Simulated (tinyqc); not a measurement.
Parabolic quantum dot in a magnetic field (Fock-Darwin): one step. Energy and length scales.

Two dimensions, V = m w0^2 r^2/2, one valley. hbar wc = 2 muB B/m, W = sqrt(w0^2 + wc^2/4), E(n, l, s) = (2n + |l| + 1) hbar W - l hbar wc/2 + s gs muB B, n = 0, 1, ..., l = 0, +/-1, ..., s = +/-1/2; length lam = sqrt(2c/(m hbar W)), c = hbar^2/2m0.

Constants: muB = 5.788381798e-05 eV/T; hbar^2/2m0 = 3.80998211 eV angstrom^2.

Values chosen for the exercise (near those of a gate-defined dot in InAs; not measured data):
```
symbol  value   unit  meaning
m       0.0299  m0    mass
gs      -7.4          g factor
w0      1.5     meV   confinement energy hbar w0
B       0.42    T     magnetic field
```

Task: Give hbar wc, hbar W, the two mode energies hbar W +/- hbar wc/2, the Zeeman energy |gs| muB B and lam.

Give: hbar wc; hbar W; modes; Zeeman energy; lam.

Result:

hbar wc = 1.6262 meV
hbar W = 1.7062 meV

modes (meV): 2.5193  0.8931

Zeeman energy = 0.1799 meV
lam = 386.5 angstrom

The product of the modes is w0^2 = 2.25 meV^2 at any field. These two lines are all that far-infrared light sees, whatever the number of electrons (Kohn theorem).

Computed by tinyqc, a small Python program: `OMP_NUM_THREADS=1 python tinyqc.py 1282386 1282387 out.jsonl` (the numbers bound the seed that draws the inputs); one thread of a shared host (Intel(R) Xeon(R) Processor @ 2.30GHz), about 0.1 s for the whole set of steps.
